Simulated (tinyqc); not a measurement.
Chemical vapour deposition: Grove model, boundary layer, depletion and step coverage: one step, computed by the program tinyqc. Command: `OMP_NUM_THREADS=1 python tinyqc.py 3030953 3030954 out.jsonl cvd walk`. One thread of a shared host (Intel(R) Xeon(R) Processor @ 2.30GHz), about 0.01 s of CPU time with the checks.

A precursor diffuses to the surface and reacts there at first order; each molecule that reacts adds one formula unit of film.

Question. Step coverage in a trench. In a long trench of width w and depth l = aspect ratio x w: Knudsen diffusivity D_K = (2w) c/3 (hydraulic diameter 2w), combined as 1/D_e = 1/D_K + 1/D; D_e d2C/dz2 = 2 k_s C/w with D_e dC/dz = -k_s C at the floor. With m = sqrt(2 k_s/(w D_e)): C(floor)/C(top) = 1/[cosh(m l) + (k_s/(D_e m)) sinh(m l)].

Inputs (values chosen for the exercise, close to those used for silicon nitride (counted as SiN4/3)): temperature T = 840 C; trench width w = 0.33 um; aspect ratio of the trench = 6.

Reactor: wafer stack, low pressure.

mean speed c = 48306.25 cm/s

gas diffusivity D = 10067.88 cm^2/s

surface rate constant k_s = 2.761881 cm/s

Give: Knudsen diffusivity D_K; effective diffusivity D_e; modulus m l; step coverage.

Answer.

Knudsen diffusivity D_K = 1.063 cm^2/s

effective diffusivity D_e = 1.063 cm^2/s

modulus m l = 0.07858

step coverage = 0.9964

Caution: the hydraulic-diameter form of D_K is rough for a slit.
